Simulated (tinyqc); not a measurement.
From results back to parameters: Shockley-Read-Hall recombination through one deep level. Four cases, with inputs chosen for the exercise.

Problem. Deep-level transient spectroscopy: the emission rate is en = gam sigma T^2 exp(-dE/kB T), dE = Ec - Et. Two rates were computed from hidden dE and sigma.

Constants: kB = 8.617333262e-05 eV/K.

Find: ln(en/T^2) at T1 and T2; dE; sigma.

Method. ln(en/T^2) against 1/T is a line of slope -dE/kB and intercept ln(gam sigma); plotting ln en alone would overstate dE by about 2 kB T.

Case 1.

Values chosen (out of a larger set: gap and densities of states near those of Ge at this temperature; not measured data): gam = 1.9e+21 1/(cm^2 s K^2) (vth Nc/T^2, which does not depend on T); T1 = 90 K; T2 = 106 K.

en(T1) = 0.779454 1/s
en(T2) = 41.1649 1/s

Solution.

ln(en/T^2) at T1 and T2: -9.2488  -5.6093

dE = 0.187 eV
sigma = 1.5e-15 cm^2

Case 2.

Values chosen (out of a larger set: gap and densities of states near those of SiC at this temperature; not measured data): gam = 5.2e+21 1/(cm^2 s K^2) (vth Nc/T^2, which does not depend on T); T1 = 220 K; T2 = 249 K.

en(T1) = 1.60214 1/s
en(T2) = 33.3833 1/s

Solution.

ln(en/T^2) at T1 and T2: -10.3159  -7.5269

dE = 0.454 eV
sigma = 1.6e-16 cm^2

Case 3.

Values chosen (out of a larger set: gap and densities of states near those of Si at this temperature; not measured data): gam = 6.6e+21 1/(cm^2 s K^2) (vth Nc/T^2, which does not depend on T); T1 = 161 K; T2 = 190 K.

en(T1) = 6.37379 1/s
en(T2) = 342.365 1/s

Solution.

ln(en/T^2) at T1 and T2: -8.3106  -4.6582

dE = 0.332 eV
sigma = 9.2e-16 cm^2

Case 4.

Values chosen (out of a larger set: gap and densities of states near those of GaAs at this temperature; not measured data): gam = 5.4e+19 1/(cm^2 s K^2) (vth Nc/T^2, which does not depend on T); T1 = 297 K; T2 = 338 K.

en(T1) = 0.199694 1/s
en(T2) = 4.74810 1/s

Solution.

ln(en/T^2) at T1 and T2: -12.9984  -10.0883

dE = 0.614 eV
sigma = 1.1e-15 cm^2

Computed by tinyqc, one run a case: `OMP_NUM_THREADS=1 python tinyqc.py N N+1 out.jsonl` with N = 1682752, 1682783, 1682786, 1682787; one thread of a shared Intel(R) Xeon(R) Processor @ 2.30GHz, about 0.01 s a run at most.
